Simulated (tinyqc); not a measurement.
Free and nearly free electrons in a metal: one step. Relaxation time and mean free path. Four cases, with inputs chosen for the exercise.

Problem. Use SI units: n in 1/m^3 (1e30 per 1/angstrom^3), rho in ohm m (1e-8 per micro-ohm cm).

Drude: 1/rho = n e^2 tau/(m m0) with e = 1.602176634e-19 C and m0 = 9.1093837e-31 kg; mean free path l = vF tau; rho l = hbar kF/(n e^2) = 12 pi^3 hbar/(e^2 S) with S = 4 pi kF^2 does not depend on tau or m.

Give: tau; l; rho l.

Case 1.

Values chosen (out of a larger set: near those of Co, whose d bands this model ignores; not measured data): m = 1 m0 (mass); rho = 6.23 micro-ohm cm (bulk resistivity).

n = 0.1803351 1/angstrom^3
vF = 2.02343e+06 m/s

Solution.

tau = 3.16 fs
l = 6.39 nm
rho l = 3.982 1e-16 ohm m^2

Wires lose conductivity to surfaces and grain boundaries, with an excess that scales as rho l over the width and is of the order of rho itself at a width of l = 6 nm. For a transition metal free electrons can miss l and rho l by a factor of two.

Case 2.

Values chosen (out of a larger set: near those of Na; not measured data): m = 1 m0 (mass); rho = 4.91 micro-ohm cm (bulk resistivity).

n = 0.0259799 1/angstrom^3
vF = 1.06073e+06 m/s

Solution.

tau = 27.82 fs
l = 29.51 nm
rho l = 14.489 1e-16 ohm m^2

Wires lose conductivity to surfaces and grain boundaries, with an excess that scales as rho l over the width and is of the order of rho itself at a width of l = 30 nm.

Case 3.

Values chosen (out of a larger set: near those of Cu, whose d bands this model ignores; not measured data): m = 0.95 m0 (mass); rho = 1.85 micro-ohm cm (bulk resistivity).

n = 0.0830753 1/angstrom^3
vF = 1.64498e+06 m/s

Solution.

tau = 21.94 fs
l = 36.08 nm
rho l = 6.675 1e-16 ohm m^2

Wires lose conductivity to surfaces and grain boundaries, with an excess that scales as rho l over the width and is of the order of rho itself at a width of l = 36 nm.

Case 4.

Values chosen (out of a larger set: near those of Na; not measured data): m = 1 m0 (mass); rho = 4.71 micro-ohm cm (bulk resistivity).

n = 0.0263125 1/angstrom^3
vF = 1.06524e+06 m/s

Solution.

tau = 28.63 fs
l = 30.50 nm
rho l = 14.367 1e-16 ohm m^2

Wires lose conductivity to surfaces and grain boundaries, with an excess that scales as rho l over the width and is of the order of rho itself at a width of l = 31 nm.

Computed by tinyqc, one run a case: `OMP_NUM_THREADS=1 python tinyqc.py N N+1 out.jsonl` with N = 1651325, 1651431, 1651470, 1651586; one thread of a shared Intel(R) Xeon(R) Processor @ 2.30GHz, about 0.01 s a run at most.
